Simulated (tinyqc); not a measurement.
# On-chip interconnect, size-dependent resistivity and RC delay: what changes with what

A rectangular line between two neighbours and two ground planes. Surface and grain-boundary scattering are added to the bulk resistivity as corrections; capacitances are parallel-plate values without fringing; inductance is ignored.

Values chosen for this exercise; metal values close to those of copper:
- rho0 = 1.7 uohm cm (bulk resistivity)
- lam = 39 nm (bulk mean free path)
- ps = 0 (specular share of surface scattering)
- Rg = 0.44 (reflection coefficient of grain boundaries)
- gr = 2 (grain size over the metal width)
- wd = 37 nm (drawn line width)
- AR = 1.3 (aspect ratio, height over width)
- tl = 2.5 nm (liner on both walls and the bottom, not conducting)
- sp = 44 nm (space to the neighbouring lines)
- hd = 87 nm (dielectric height to the planes above and below)
- ek = 4.2 (relative permittivity of the dielectric)
- Mf = 0 (Miller factor of the neighbours)
- Rd = 20000 ohm (driver resistance)
- Cl = 0.22 fF (load capacitance)
- rho2 = 4.78 uohm cm (bulk resistivity of the second metal (close to rhodium))
- lam2 = 6.78 nm (mean free path of the second metal)
- tl2 = 0.5 nm (liner of the second metal)

Constants: eps0 = 8.8541878128e-12 F/m. Results are converted to the units shown.

Each table varies one quantity; the others keep the values above.

## Delay against the line length

Metal width x = wd - 2 tl, height y = AR wd - tl; grain boundaries (Mayadas-Shatzkes): al = (lam/(gr x)) Rg/(1 - Rg), g = 1/[1 - 3 al/2 + 3 al^2 - 3 al^3 ln(1 + 1/al)] - 1; surfaces (Fuchs-Sondheimer, thick limit): s = (3/8) lam (1 - ps)(1/x + 1/y); rho = rho0 (1 + g + s); r = rho/(x y); c = eps0 ek (2 wd/hd + 2 Mf AR wd/sp). Elmore delay tE = Rd (c Lw + Cl) + r Lw (c Lw/2 + Cl); t50 is the time at which the far end of a ladder of 30 pi sections (half capacitances at both ends, Cl at the far end, a step applied through Rd) reaches half the step; line share r Lw/(Rd + r Lw); estimate 0.69 Rd (c Lw + Cl) + 0.38 r c Lw^2 + 0.69 r Lw Cl.

The same in every row: rho (uohm cm) = 4.164; r (ohm/um) = 28.54; c (fF/um) = 0.03163.

Delay against the line length:
```
Lw (um)  tE (ps)  t50 (ps)  estimate (ps)  line share of the resistance (%)
1          5.039     3.493          3.477                            0.1425
3          6.321     4.382          4.362                            0.4262
7          8.894     6.170          6.139                            0.9889
20         17.36     12.06          11.99                             2.774
50         37.47     26.12          25.94                             6.659
100        72.80     50.98          50.55                             12.49
400        332.2     237.7          234.3                             36.34
1000        1095     802.3          786.9                             58.79
3000        5983      4489           4413                             81.06
```

As Lw goes from 1 to 3000, r stays at 28.5 ohm/um, c stays at 0.0316 fF/um and t50 rises from 3.49 to 4490 ps. t50/tE lies between 0.693 and 0.750, and the estimate is within 1.9 % of t50. The delay goes as Lw^(0.21) for the shortest lines and Lw^(1.57) for the longest; the line resistance equals Rd at 701 um.

## Two metals against line width

Metal width x = wd - 2 tl, height y = AR wd - tl; grain boundaries (Mayadas-Shatzkes): al = (lam/(gr x)) Rg/(1 - Rg), g = 1/[1 - 3 al/2 + 3 al^2 - 3 al^3 ln(1 + 1/al)] - 1; surfaces (Fuchs-Sondheimer, thick limit): s = (3/8) lam (1 - ps)(1/x + 1/y); rho = rho0 (1 + g + s); r = rho/(x y). The second metal has rho2, lam2 and tl2 in place of rho0, lam and tl; ps, Rg, gr and AR are shared.

Two metals against line width:
```
wd (nm)  rho, first (uohm cm)  rho, second (uohm cm)  r, first (ohm/um)  r, second (ohm/um)  ratio second/first
8                       24.81                  10.31            1.047e4                1488              0.1421
10                      16.08                  9.112               3063               810.0              0.2644
13                      10.96                  8.052              951.8               409.2              0.4299
17                      8.016                  7.249              340.8               209.8              0.6155
22                      6.231                  6.670              140.4               113.0              0.8049
30                      4.828                  6.156              52.91               55.13               1.042
45                      3.684                  5.691              16.45               22.30               1.356
70                      2.936                  5.363              5.104               8.589               1.683
120                     2.406                  5.119              1.363               2.767               2.030
```

The resistivity of the first metal falls from 24.8 to 2.41 uohm cm and that of the second goes from 10.3 to 5.12 uohm cm as the line widens. The products rho0 lam, which set the size effect, are 66.3 and 32.4 uohm cm nm. The two resistances cross at wd = 28.4 nm: below it the second metal gives the lower line resistance. For widths well under the mean free path the thick-limit surface term is only a guide.

Range of the model: The metal width is under the mean free path, where the thick-limit surface term and the simple sum of corrections lose accuracy.

Numbers from tinyqc (`OMP_NUM_THREADS=1 python tinyqc.py 2100130 2100131 out.jsonl`; about 0.01 s on one thread of a shared Intel Xeon 2.30GHz).
